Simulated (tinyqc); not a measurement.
Tight binding, dimerised chain, step by step. One step of it, computed by the program tinyqc.

Problem. Bloch Hamiltonian at X. H_AA = +delta, H_BB = -delta, H_AB = -t1 - t2 exp(-i k a).

Parameters chosen for this model:
```
parameter     value                      unit
t1         1.380000       eV, inside the cell
t2         0.800000         eV, between cells
delta      0.350000  eV, +/- on the two sites
```

k point X (2 pi / a): [0.500000]

Give: H(k) at X.

Solution.

H(k) at X (eV), order A, B:
$$\begin{pmatrix}
0.3500 & -0.5800 \\
-0.5800 & -0.3500
\end{pmatrix}$$
